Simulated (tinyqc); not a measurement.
# Resistance of a tapered via with liner, size effect and interface: two fill metals against the diameter

A round via whose diameter grows from db at the bottom as D(z) = db + 2 z/tan(ang). The fill, of diameter D - 2 tl, starts above the bottom liner (thickness fb tl) and has rho = rho0 (1 + ks lam/(D - 2 tl)); the sidewall liner conducts in parallel with it. The bottom liner and the interface are crossed over the full area pi db^2/4. Spreading in the lines above and below is left out.

Slices between z0 = fb tl and hv, evaluated at their midpoints: conductance per length pi/4 [(D - 2 tl)^2/rho + (D^2 - (D - 2 tl)^2)/rl], slice resistance = slice height over that. 2000 slices. R_fill = sum of the slices; R_bottom = rl fb tl/(pi db^2/4); R_interface = ri/(pi db^2/4). The second fill has rho2, lam2 and tl2 in place of rho0, lam and tl.

Values chosen for this exercise; fill metal close to ruthenium:

| symbol | value | unit | meaning |
|---|---|---|---|
| hv | 61 | nm | height |
| ang | 88 | degrees | sidewall angle |
| rho0 | 7.95 | uohm cm | bulk resistivity of the fill |
| lam | 6.77 | nm | mean free path of the fill |
| ks | 1 |  | size-effect factor |
| tl | 0.1 | nm | liner on the sidewall |
| fb | 0.7 |  | liner at the bottom over that on the sidewall |
| rl | 460 | uohm cm | resistivity of the liner |
| ri | 5.9e-12 | ohm cm^2 | interface resistivity at the bottom |
| Sb | 1.5e15 | S/m^2 | ballistic conductance per area, about 3/(4 rho0 lam) |
| rho2 | 5.28 | uohm cm | bulk resistivity of the second fill (close to molybdenum) |
| lam2 | 11 | nm | its mean free path |
| tl2 | 0 | nm | its liner |

Results:
```
db (nm)  R, first fill (ohm)  R, second fill (ohm)  ratio second/first
6                      234.6                 184.3              0.7854
8.5                    115.1                 88.97              0.7729
12                     56.74                 42.97              0.7574
17                     27.74                 20.55              0.7408
24                     13.67                 9.913              0.7250
35                     6.318                 4.485              0.7099
70                     1.542                 1.063              0.6890
100                   0.7494                0.5108              0.6817
```

Estimate the missing row, db = 49 nm.

Computed row:
```
db (nm)  R, first fill (ohm)  R, second fill (ohm)  ratio second/first
49                     3.182                 2.223              0.6986
```

With this row back in the table: The ratio goes from 0.785 to 0.682. The second fill gives the lower R in every row.

Computed by the program tinyqc: `OMP_NUM_THREADS=1 python tinyqc.py 2750141 2750142 out.jsonl`, one thread of a shared Intel Xeon 2.30GHz, about 0.01 s for the whole run.
